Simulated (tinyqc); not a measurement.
Inside a calculation. Model: Berg model of reactive sputtering of a nitride or oxide: poisoning, hysteresis and pumping speed. Computed by tinyqc, a small Python program that keeps every step. Command: `OMP_NUM_THREADS=1 python tinyqc.py 3028227 3028228 out.jsonl berg walk`. One thread of a shared host (Intel(R) Xeon(R) Processor @ 2.30GHz), about 0.07 s of CPU time with the checks. Intermediate numbers are printed to about 5 digits and carried at full precision; extremes and crossings named in words are read from the listed rows.

A diatomic gas reacts with bare metal on the target and on the collecting surfaces; ions remove metal and compound from the target. theta_t and theta_c are the compound fractions.

Inputs (values chosen for the exercise, close to those used for aluminium nitride):
```
quantity,value,unit
ion current density J,6.9,mA/cm^2
target area A_t,280,cm^2
collecting area A_c,3700,cm^2
metal yield Y_m,0.92,-
compound yield Y_c,0.13,-
sticking coefficient alpha,0.23,-
reactive atoms per metal atom z,1,-
gas mass M,28,u
pumping speed S,65,l/s
gas temperature T,300,K
reactive partial pressure P,0.006,Pa
```

Constants: e = 1.602176634e-19 C; u = 1.6605390666e-27 kg; k_B = 1.380649e-23 J/K.

## Steady state at the pressure P

Ion flux j = J/e; gas flux F = P/sqrt(2 pi M k_B T). Target: (2/z) alpha F (1 - theta_t) = j Y_c theta_t. Sputtered flows F_c = j Y_c theta_t A_t, F_m = j Y_m (1 - theta_t) A_t. Collector: (2/z) alpha F (1 - theta_c) A_c + F_c (1 - theta_c) = F_m theta_c. Gas use Q = alpha F [(1 - theta_t) A_t + (1 - theta_c) A_c] + P S/(k_B T); 1 sccm = 4.4780e17 molecules/s. Rate R = F_m + F_c, given relative to j Y_m A_t.

ion flux j = 4.3066e+16 1/(cm^2 s)

gas flux F = 1.7249e+16 1/(cm^2 s)

theta_t = 0.58630

theta_c = 0.86837

gas use (sccm): target 1.0262, collector 4.3149, pump 0.2103

total flow Q = 5.5514 sccm

rate relative to clean metal = 0.49655

The target is partly covered. The film is 86.8 % compound. Caution: here dQ/dP is negative, a branch that flow control cannot hold.

## Critical pumping speed

P is a single-valued function of the flow Q only if dQ/dP > 0 everywhere: S must exceed k_B T times the steepest fall of the surface terms with P.

pressure of the steepest fall = 0.0067278 Pa

critical pumping speed = 360.13 l/s

S is 0.18 times the critical value: the flow curve is S-shaped and flow control shows hysteresis.

## The hysteresis loop

Turning points solve dQ/dP = 0; a jump keeps Q fixed; the width of the loop is the difference of the two turning flows.

Corners of the loop:
```
point,P (Pa),Q (sccm),theta_t,theta_c,relative rate
edge of the metallic branch,0.00381,5.7812,0.47352,0.76835,0.59339
"landing, poisoned",0.10310,5.7812,0.96056,0.99914,0.17517
edge of the poisoned branch,0.03066,4.0886,0.87866,0.99119,0.24550
"landing, metallic",0.00112,4.0886,0.20932,0.39853,0.82026
```

width of the loop = 1.6926 sccm

Raising the flow past 5.78 sccm drops the rate from 0.593 to 0.175; the metallic mode returns only below 4.09 sccm. The best film reachable on the metallic branch is 77 % compound, so the region between needs pressure feedback. The pressure P of the inputs lies between the turning points, where dQ/dP is negative and flow control cannot hold it.

## Flow curve at three pumping speeds

The formulas are those given above.

Pressure as the free variable:
```
P (Pa),theta_t,theta_c,relative rate,Q at S_c/4 (sccm),Q at S_c (sccm),Q at 2 S_c (sccm)
0.00034,0.07434,0.14774,0.93617,1.7297,1.779,1.845
0.00067,0.13663,0.26720,0.88268,2.9540,3.052,3.182
0.00130,0.23492,0.44221,0.79827,4.4358,4.625,4.878
0.00240,0.36179,0.63486,0.68933,5.5374,5.887,6.353
0.00400,0.48581,0.78092,0.58284,5.8321,6.415,7.191
0.00670,0.61278,0.88707,0.47380,5.5315,6.507,7.808
0.01100,0.72208,0.94688,0.37995,4.9904,6.592,8.728
0.01700,0.80061,0.97447,0.31252,4.5976,7.073,10.374
0.02700,0.86445,0.98886,0.25770,4.4672,8.399,13.642
0.05400,0.92730,0.99697,0.20373,5.1373,13.001,23.486
```

At S_c/4 the flow falls with pressure in 4 of the intervals: as the target poisons, less metal arrives to getter the gas. At 2 S_c it rises throughout. Coverages and rate depend on P alone, not on S. The collector converts before the target (theta_c = 0.78 at theta_t = 0.49), since the metal is spread over a larger area and no ions clean it. The rate tends to Y_c/Y_m = 0.141.

Checks made by the program: gas taken up by surfaces against gas bound in the growing film (relative difference below 1e-10).
